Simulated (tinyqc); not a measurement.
Barrier height: exchange-split free-electron bands and tunnelling magnetoresistance.

Majority and minority bands E = c k^2/m -/+ Dx/2, c = hbar^2/2m0, so k_up = sqrt(m (EF + Dx/2)/c), k_dn = sqrt(m (EF - Dx/2)/c); n_s = k_s^3/(6 pi^2), D_s = m k_s/(4 pi^2 c).

Barrier: kappa = sqrt(mb phi/c), c = hbar^2/2m0. With a = k1/m, b = k2/m, w = kappa/mb, the transmission at normal incidence is T(k1, k2) = 4 a b w^2/[w^2 (a + b)^2 + (w^2 + a^2)(w^2 + b^2) sinh^2(kappa d)]. Parallel: G_P = T(up, up) + T(dn, dn); antiparallel: G_AP = 2 T(up, dn); TMR = (G_P - G_AP)/G_AP. Julliere: TMR = 2 P^2/(1 - P^2). Slonczewski factor: P_eff = P_k (w^2 - a_up a_dn)/(w^2 + a_up a_dn), P_k = (k_up - k_dn)/(k_up + k_dn).

Constants: hbar^2/2m0 = 3.80998211 eV angstrom^2.

Inputs chosen for the exercise:

| symbol | value | unit | meaning |
|---|---|---|---|
| EF | 2.45 | eV | Fermi energy above the mean band bottom |
| Dx | 4.08 | eV | exchange splitting |
| m | 0.88 | m0 | mass in the electrodes |
| mb | 0.37 | m0 | mass in the barrier |
| d | 16.5 | angstrom | barrier thickness |

Results:

| phi (eV) | w (1/angstrom) | P_eff | TMR (%) | G_P |
|---|---|---|---|---|
| 0.20 | 0.377 | -0.2577 | 14.22 | 0.0533 |
| 0.40 | 0.533 | -0.0941 | 1.94 | 0.00849 |
| 0.70 | 0.705 | 0.0546 | 0.62 | 0.00104 |
| 1.0 | 0.842 | 0.1466 | 4.39 | 0.000192 |
| 1.5 | 1.032 | 0.2406 | 12.29 | 1.84e-05 |
| 2.0 | 1.191 | 0.2980 | 19.50 | 2.49e-06 |
| 3.0 | 1.459 | 0.3646 | 30.67 | 8.48e-08 |
| 4.0 | 1.684 | 0.4021 | 38.58 | 4.81e-09 |
| 6.0 | 2.063 | 0.4428 | 48.79 | 3.84e-11 |
| 10 | 2.663 | 0.4780 | 59.24 | 1.81e-14 |

What does the comparison show?

P_eff vanishes where w^2 = a_up a_dn, at phi = 0.57 eV, inside the table; the lowest TMR listed is 0.62 % at 0.7 eV. TMR is 14.2 % at the lowest barrier and 59.2 % at the highest, against 80.6 % for Julliere with P_k; P_eff tends to +P_k for very high barriers and to -P_k for very low ones. G_P falls by 12.5 decades.

Run: tinyqc, `OMP_NUM_THREADS=1 python tinyqc.py 1651256 1651257 out.jsonl`; Intel(R) Xeon(R) Processor @ 2.30GHz, one thread, shared host; about 0.01 s of CPU time with all checks.
